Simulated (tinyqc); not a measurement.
# Gate sheet resistance from two finger widths

Inverse problem. At low frequency R = Rsh Wf/(3 L) + B/Wf, where B collects the channel and vertical terms. Find Rsh, B and the width of lowest R.

Values chosen for this exercise:
- L = 0.45 um (channel length)

input resistance of single fingers, contacted at one end, of width 1.1 and 11 um (ohm): 116.66869  86.686869

Answer. R Wf is a straight line in Wf^2; the minimum of R lies where both terms are equal.

Rsh = 9.30 ohm/square
B = 120 ohm um
width of lowest R = 4.17 um

Program tinyqc, `OMP_NUM_THREADS=1 python tinyqc.py 2262049 2262050 out.jsonl`; Intel Xeon 2.30GHz, shared host, one thread, about 0.01 s.
